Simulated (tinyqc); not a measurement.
Worked calculation: mobility of a non-polar semiconductor in the relaxation-time approximation. Computed by tinyqc, a small Python program that keeps every step. Command: `OMP_NUM_THREADS=1 python tinyqc.py 3014102 3014103 out.jsonl rta walk`. One thread of a shared host (Intel(R) Xeon(R) Processor @ 2.30GHz), about 0.01 s of CPU time with the checks. Intermediate numbers are printed to about 7 digits and carried at full precision; extremes and crossings named in words are read from the listed rows.

Each valley is treated as a sphere of mass m_d for states and rates, with one isotropic relaxation time; the conductivity mass m_c sets the current.

Inputs (values chosen for the exercise, modelled on electrons in diamond):
```
quantity,value,unit
longitudinal mass m_l,1.49,m_0
transverse mass m_t,0.284,m_0
equivalent valleys Z,6,-
static permittivity eps_s,5.7,-
density rho,3515,kg/m^3
sound velocity v_l,17700,m/s
acoustic deformation potential D_A,8.6,eV
phonon energy hbar w,138,meV
optical or intervalley deformation potential D_o,7,1e8 eV/cm
final valleys Z_f,5,-
carrier density n,4.2e+19,1/cm^3
compensation ratio C,0.24,-
temperature T,500,K
```

Band: parabolic. Impurity formula: Brooks-Herring. Further scattering: none.

Constants: k_B = 8.617333262e-05 eV/K; m_0 = 9.1093837015e-31 kg; e = 1.602176634e-19 C; hbar = 1.054571817e-34 J s; eps_0 = 8.8541878128e-12 F/m; k_B = 1.380649e-23 J/K; hbar = 6.582119569e-16 eV s.

## Masses

m_d = (m_l m_t^2)^(1/3); 1/m_c = (1/m_l + 2/m_t)/3; Hall mass factor A = 3 K_m (K_m + 2)/(2 K_m + 1)^2, K_m = m_l/m_t; N_I = n (1 + C)/(1 - C).

density-of-states mass m_d = 0.4934854 m_0

conductivity mass m_c = 0.3889338 m_0

Hall mass factor A = 0.8634806

ionised impurity density N_I = 6.852632e+19 1/cm^3

## Fermi level and screening

Parabolic band: E = hbar^2 k^2/(2 m), speed v = hbar k/m, states per spin, volume and energy g(E) = m k/(2 pi^2 hbar^2). Here m = m_d. Masses are multiplied by m_0 and all formulas are in SI units. The reduced Fermi level eta = E_F/(k_B T) solves n = 2 Z int g f dE with f = 1/(1 + exp(x - eta)) (Z = 1 unless valleys are given); screening length L_s = sqrt(eps_s eps_0 k_B T/(e^2 dn/deta)), dn/deta = 2 Z int g f (1 - f) dE. Integrals over x = E/(k_B T) use 160 Gauss-Legendre points in u = sqrt(x) from 0 to sqrt(max(eta, 0) + 32).

reduced Fermi level eta = -0.8520338

screening length L_s = 0.6045155 nm

The gas is between the classical and degenerate limits.

## Rates at a few energies

Phonon occupation N_q = 1/(exp(hbar w/(k_B T)) - 1). Acoustic deformation potential (elastic, equipartition, absorption and emission together): 1/tau = 2 pi k_B T D_A^2 g(E)/(hbar rho v_l^2). Optical or intervalley deformation potential: 1/tau = (pi Z_f D_o^2/(rho w)) [N_q g(E + hbar w) + (N_q + 1) g(E - hbar w)], with g = 0 below the band edge. Each optical term is multiplied by (1 - f(E'))/(1 - f(E)), E' the final energy, for Pauli blocking. Singly charged impurities, momentum relaxation: 1/tau = N_I e^4 m (1 + 2 alpha E) Phi/(8 pi (eps_s eps_0)^2 hbar^3 k^3), with alpha = 0 for a parabolic band. Brooks-Herring: Phi = ln(1 + b) - b/(1 + b), b = 4 k^2 L_s^2.

Rates (1e12/s) at E = (max(eta, 0) + 0.5, 1, 2, 4) k_B T:
```
E (meV),acoustic,optical,ionised impurity
21.5433,0.767037,0.416505,96.06546
43.0867,1.084754,0.409527,95.48466
86.1733,1.534074,0.418259,79.69119
172.3467,2.169508,3.696467,55.49204
```

## Mobility for each process alone

mu = (m_d/m_c) (2 Z e/(3 n k_B T)) int g v^2 tau f (1 - f) dE. Averages over x are split at the emission threshold x_0 = hbar w/(k_B T): 64 Gauss-Legendre points in sqrt(x) below it and 128 in sqrt(x - x_0) above it, up to x = max(eta, 0) + 32.

acoustic mobility = 2979.058 cm^2/(V s)

optical mobility = 7930.279 cm^2/(V s)

ionised impurity mobility = 66.26002 cm^2/(V s)

## All processes together

Rates are added at each energy before the average. With <y> = int g v^2 y f (1 - f) dE: Hall factor r_H = A (3 n k_B T/(2 Z m_d)) <tau^2/(1 + 2 alpha E)>/<tau>^2 (alpha = 0 for a parabolic band); Hall mobility r_H mu; |S| = (k_B/e) (<x tau>/<tau> - eta); resistivity 1/(n e mu).

drift mobility mu = 61.64191 cm^2/(V s)

Hall factor r_H = 0.9005579

Hall mobility = 55.51211 cm^2/(V s)

Seebeck coefficient |S| = 330.8888 microvolt/K

resistivity = 0.002410817 ohm cm

Taking r_H = 1 in a Hall measurement would give a density 1.11 times the true one. Caution: above a few 1e18 per cm^3 the Born approximation, static screening and an unperturbed band are rough; measured mobilities are usually lower. Caution: n is taken as given; at low temperature (in diamond even at 300 K) real dopants can freeze out, which changes n and N_I.

## Matthiessen's rule against the full average

Matthiessen's rule adds 1/mu of the separate processes.

Separate mobilities:
```
process,mu (cm^2/(V s)),share of the sum of 1/mu (%)
acoustic,2979.058,2.15816
optical,7930.279,0.81073
ionised impurity,66.260,97.03111
```

mobility by Matthiessen's rule = 64.29284 cm^2/(V s)

excess of Matthiessen's rule over the full mu = 4.300525 %

The rule gives 64.29 against the full 61.64, 4.3 % too high; it can only overestimate, since each separate average is carried by the energies where that process is weak. One process, ionised impurity, holds 97 % of the resistance, so the error is small.

Checks made by the program: n against 2 Z (m k_B T/2 pi hbar^2)^(3/2) (2/sqrt(pi)) F_1/2(eta) by adaptive quadrature (relative difference below 1e-10); acoustic mobility against its closed form in Fermi integrals (relative difference below 1e-10); the sum rule (2 Z/(3 k_B T)) int g v^2 (1 + 2 alpha E) f (1 - f) dE = n/m_d (relative difference below 1e-10).
